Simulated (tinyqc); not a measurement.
Electron mobility in a silicon inversion layer, empirical terms and Matthiessen rule: two steps of the calculation.

Inversion layer of sheet density Ns on a uniformly doped body. The mobility terms are empirical power laws with prefactors chosen for the exercise; adding their inverses (Matthiessen) is itself an approximation.

Inputs (values chosen for the exercise); material values close to those of silicon:
- T = 293 K (temperature)
- Eg = 1.11 eV (band gap)
- eps_r = 11.7 (relative permittivity of the semiconductor)
- Nc = 2.7e19 cm^-3 (conduction-band density of states at T)
- Nv = 2.54e19 cm^-3 (valence-band density of states at T)
- Nb = 8.2e16 cm^-3 (body doping)
- Vsb = 1 V (reverse body bias)
- eta = 0.5 (weight of the inversion charge in the effective field)
- Ap = 396 cm^2/(V s) (phonon-limited mobility at 1 MV/cm and 300 K)
- As = 1080 cm^2/(V s) (roughness-limited mobility at 1 MV/cm)
- gs = 2 (exponent of the roughness term)
- Ac = 1800 cm^2/(V s) (Coulomb prefactor)
- Nit = 1.7e12 cm^-2 (charge at the interface)
- Ns = 4.1e12 cm^-2 (inversion density)
- WL = 10 (ratio W/L)
- Vd = 0.01 V (drain voltage)
- I = 14 uA (measured linear current)

Constants: q = 1.602176634e-19 C, kB = 1.380649e-23 J/K, Vt = kB T/q, eps0 = 8.8541878128e-14 F/cm where lengths are in cm. Results are converted to the units shown.

Question 1. Depletion charge and effective field. ni = sqrt(Nc Nv) exp(-Eg/(2 Vt)), Eg in volts; Ndep = sqrt(2 eps0 eps_r Nb (2 Vt ln(Nb/ni) + Vsb)/q); E = q (Ndep + eta Ns)/(eps0 eps_r), in MV/cm.

Wanted: ni; Ndep; E.

Answer 1.

ni = 7.4432e9 cm^-3
Ndep = 1.3888e12 cm^-2
E = 0.53184 MV/cm

The depletion charge gives 40.4 % of the field.

Question 2. Inversion density for the measured current. I = (W/L) q Ns mu Vd. E = q (Ndep + eta Ns)/(eps0 eps_r) in MV/cm. With t = T/(300 K): muC = Ac (Ns/1e12 cm^-2) t/(Nb/1e17 cm^-3 + Nit/1e11 cm^-2), muP = Ap E^(-1/3) t^(-1.75), muS = As E^(-gs); 1/mu is the sum of the inverses. Ns(new) = I/((W/L) q mu Vd).

Ns at the start = 2.1e12 cm^-2
Ndep = 1.3887632e12 cm^-2

Find: E; mu; Ns after iteration 1.

Answer 2.

E = 0.3772 MV/cm
mu = 149.0 cm^2/(V s)
Ns after iteration 1 = 5.863e12 cm^-2

Program tinyqc, `OMP_NUM_THREADS=1 python tinyqc.py 2510112 2510113 out.jsonl`; Intel Xeon 2.30GHz, shared host, one thread, about 0.01 s.
